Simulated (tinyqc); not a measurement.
Strained alloy layer of InAs and GaAs on (001) InP, model-solid band line-up: gaps, strain and offsets against composition.

The layer is x parts of the first compound and 1 - x of the second, grown coherently on the third as substrate and barrier. Rows of the table: lattice constant a, average valence level Ea on an absolute scale, spin-orbit splitting so, gaps at Gamma, X and L, hydrostatic deformation potentials av and ac (Gamma), shear potential b, elastic constants, electron and heavy-hole (along z) masses. All are interpolated linearly in x; gaps get -C x (1 - x), taken wholly in the conduction band; real line-ups can differ from this model by 0.1 eV or more.

In-plane strain e = (a_substrate - a)/a, e_z = -2 (c12/c11) e, volume change 2 e + e_z. With v = 2 e + e_z and d = 2 b (e_z - e): Eav = Ea + av v; E_hh = Eav + so/3 - d/2; E_lh = Eav - so/6 + d/4 + sqrt(so^2 + so d + 9 d^2/4)/2; E_c = Ea + so/3 + EG + ac v (Gamma). Substrate: E_v = Ea + so/3, E_c = E_v + EG. Well depths: dEc = E_c(substrate) - E_c, dEhh = E_hh - E_v(substrate), dElh likewise; strained Gamma gap E_c - max(E_hh, E_lh); positive values confine carriers in the layer. Matthews-Blakeslee for 60-degree dislocations in a single layer: hc = k (ln(hc/bv) + 1), k = bv (1 - nu/4)/(4 pi |e| (1 + nu)), nu = c12/(c11 + c12), bv = a/sqrt(2); the larger root. The valence offset is the larger of dEhh and dElh; a dash marks |e| under 0.02 % or no root.

Inputs (values chosen for the exercise):
- CG = 0.477 eV (bowing of the Gamma gap)
- CX = 1.4 eV (bowing of the X gap)
- CL = 0.33 eV (bowing of the L gap)

Binary compounds, values chosen for the exercise:
```
              close to InAs  close to GaAs  close to InP
a (angstrom)          6.058          5.653         5.869
Ea (eV)               -6.67          -6.92         -7.04
so (eV)               0.384          0.341         0.109
EG (eV)               0.354           1.41          1.35
EX (eV)                1.38           1.92          2.22
EL (eV)                1.07           1.73          1.91
av (eV)               0.989           1.14          1.29
ac (eV)               -5.12          -7.16         -5.09
b (eV)                -1.79          -1.72         -1.68
c11 (GPa)              84.3            119           103
c12 (GPa)              45.8           53.9          56.3
me (m0)              0.0229         0.0675        0.0811
mh (m0)               0.332          0.349         0.532
```

Results:
columns A: x; B: e (%); C: relaxed Gamma gap (eV); D: lower of X and L gaps (eV); E: strained Gamma gap (eV); F: E_hh - E_lh (meV); G: dEc (eV); H: valence offset (eV); I: hc (nm)
```
A           B       C      D       E       F       G       H     I
0.25    1.994   1.057  1.503  0.8050  -155.0  0.1705  0.3745  3.60
0.33    1.423  0.9561  1.432  0.7834  -108.2  0.2061  0.3606  5.81
0.41   0.8584  0.8617  1.360  0.7620  -63.44  0.2388  0.3492  11.4
0.49   0.2999  0.7734  1.306  0.7402  -21.41  0.2686  0.3411  42.8
0.57  -0.2524  0.6912  1.269  0.7002   17.27  0.2956  0.3542  52.8
0.66  -0.8665  0.6060  1.220  0.6340   56.04  0.3224  0.3936  11.3
0.74   -1.406  0.5368  1.178  0.5777   85.87  0.3429  0.4294  5.94
0.9    -2.468  0.4167  1.106  0.4724   132.7  0.3749  0.5027  2.62
```

Estimate the missing row, x = 0.82.

Computed row:
columns A: x; B: e (%); C: relaxed Gamma gap (eV); D: lower of X and L gaps (eV); E: strained Gamma gap (eV); F: E_hh - E_lh (meV); G: dEc (eV); H: valence offset (eV); I: hc (nm)
```
A          B       C      D       E      F       G       H     I
0.82  -1.940  0.4737  1.140  0.5238  111.3  0.3605  0.4657  3.77
```

With this row back in the table: The relaxed Gamma gap falls from 1.06 to 0.417 eV and the strained one falls from 0.805 to 0.472 eV. The lattice matches the substrate at x = 0.533; the heavy hole is on top where the layer is compressed (e < 0) and the light hole where it is stretched. dEc rises from 0.171 to 0.375 eV and the valence offset goes from 0.375 through a minimum of 0.341 (at x = 0.49 among the rows listed) to 0.503 eV. At the largest strain listed, -2.47 %, strain changes the gap by 55.7 meV.

Computed by the program tinyqc: `OMP_NUM_THREADS=1 python tinyqc.py 2690059 2690060 out.jsonl`, one thread of a shared Intel Xeon 2.30GHz, about 0.01 s for the whole run.
